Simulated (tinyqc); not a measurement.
# Admittance spectroscopy and thermally stimulated current of one trap level in a depletion layer, step by step

A worked calculation. Computed by tinyqc, a small Python program that keeps every step. Command: `OMP_NUM_THREADS=1 python tinyqc.py 3110245 3110246 out.jsonl admit walk`. One thread of a shared host (Intel(R) Xeon(R) Processor @ 2.30GHz), about 0.01 s of CPU time with the checks. Intermediate numbers are printed to about 7 digits and carried at full precision; extremes and crossings named in words are read from the listed rows.

A Schottky junction on n-type material holds one donor-like electron trap; shallow donors are fully ionised and abrupt depletion edges are assumed.

Inputs (values chosen for the exercise, modelled on n-type beta-Ga2O3):
```
quantity,value,unit
dielectric constant eps,10.2,-
density-of-states mass m,0.279,m_0
shallow doping N,2.3e+16,1/cm^3
trap density N_t,6.1e+14,1/cm^3
trap depth E_t below the band,0.308,eV
capture cross section sigma,2.6e-17,cm^2
band bending V_b,2.5,V
test frequency f,8000,Hz
heating rate beta,0.12,K/s
```

Constants: k_B = 1.380649e-23 J/K; m_0 = 9.1093837015e-31 kg; h = 6.62607015e-34 J s; k_B = 8.617333262e-05 eV/K; eps_0 = 8.8541878128e-12 F/m; e = 1.602176634e-19 C.

## Temperature of the peak

N_c = 2 (2 pi m k_B T/h^2)^(3/2), v_th = sqrt(3 k_B T/m), emission rate e_n = sigma v_th N_c exp(-E_t/(k_B T)). Where the level crosses the Fermi level capture equals emission, so the trap follows the signal with the rate 2 e_n; G/omega peaks at omega = 2 e_n (the correction for large N_t/N is left out). Solve 2 e_n(T_p) = 2 pi f.

peak temperature T_p = 312.7368 K

N_c at T_p = 3.936090e+18 1/cm^3

e_n at T_p = 25132.74 1/s

E_c - E_F = k_B T_p ln(N_c/N) = 0.1385868 eV

## The capacitance step

With E_c - E_F = k_B T_p ln(N_c/N): lambda = sqrt(2 eps eps_0 (E_t - (E_c - E_F))/(e^2 N)); traps are empty and charged for x < x_t = w - lambda, and V_b = e (N w^2 + N_t x_t^2)/(2 eps eps_0). High frequency: C_hf = eps eps_0/w. Low frequency: C_lf = eps eps_0 (N + N_t)/(N w + N_t x_t).

lambda = 91.12634 nm

depletion width w = 347.5583 nm

crossing point x_t = 256.4320 nm

C_hf = 25.98491 nF/cm^2

C_lf = 26.16213 nF/cm^2

step (C_lf - C_hf)/C_hf = 0.006820277

small-N_t estimate (N_t/N)(lambda/w) = 0.006953737

Reading N_t/N straight from the step would give 0.00682 against the true 0.0265: the factor lambda/w must be known.

## Scan in temperature at fixed frequency

With x = omega/(2 e_n): C = C_hf + (C_lf - C_hf)/(1 + x^2), G/omega = (C_lf - C_hf) x/(1 + x^2); C_hf and C_lf are held at their values at T_p.

Admittance:
```
T (K),omega/(2 e_n),C (nF/cm^2),G/omega (nF/cm^2)
275.2,6.138567,25.98949,0.02812427
287.7,3.194609,26.00073,0.05052528
297.1,2.022025,26.01974,0.07042270
306.5,1.313700,26.04993,0.08541305
312.7,1.001583,26.07338,0.08861203
319.0,0.767937,26.09639,0.08561035
328.4,0.525797,26.12375,0.07300179
340.9,0.327381,26.14498,0.05240336
356.5,0.189207,26.15601,0.03237316
```

The peak of G/omega is half the step, 0.0886 nF/cm^2. Its full width is near 2 ln(2 + sqrt3) k_B T_p^2/(E_t + 2 k_B T_p) = 61.3 K.

## Arrhenius plot

T_p for 0.1, 0.3, 1, 3 and 10 f; least-squares lines of ln(e_n/T^2) and of ln(e_n) against 1/(k_B T), e_n = pi f; sigma = exp(intercept)/(v_th N_c/T^2).

Peaks:
```
f (Hz),T_p (K),1/(k_B T) (1/eV),ln(e_n/T^2),ln(e_n)
800,266.5041,43.54348,-3.341438,7.82934
2400,286.8544,40.45438,-2.389996,8.92795
8000,312.7368,37.10634,-1.358797,10.13193
24000,340.4086,34.08996,-0.429755,11.23054
80000,376.3666,30.83302,0.573384,12.43451
```

depth from e_n/T^2 = 0.308 eV

cross section from the intercept = 2.60e-17 cm^2

depth without the T^2 = 0.3622088 eV

Leaving out T^2 adds 54 meV, near 2 k_B T_p = 54 meV.

## Thermally stimulated current

Thermally stimulated current without retrapping: filled share n(T) = exp(-(1/beta) int e_n dT), current proportional to e_n n; the peak obeys beta (E_t/(k_B T^2) + 2/T) = e_n(T). The integral starts at 0.5 T_m and uses 4000 trapezoid steps to 1.2 T_m. Chen's first-order estimate from the full width W = T_2 - T_1 between the half-height points: E = 2.52 k_B T_m^2/W - 2 k_B T_m.

peak temperature T_m = 149.2322 K

lower half-height T_1 = 141.4617 K

upper half-height T_2 = 154.8611 K

filled share at T_m = 0.3933905

E_t/(k_B T_m) = 23.95054

symmetry factor (T_2 - T_m)/(T_2 - T_1) = 0.4200867

depth by Chen's formula = 0.3352027 eV

The slow ramp empties the trap at 149 K, far below the admittance peak at 313 K, since the rate asked for is 0.021 per second instead of 25000. Chen's formula, made for a constant prefactor, gives 27 meV more than E_t.

Checks made by the program: C_lf against dQ/dV by differences (relative difference below 1e-10); depth recovered (relative difference below 1e-10); peak of the integrated curve (relative difference 3e-05).
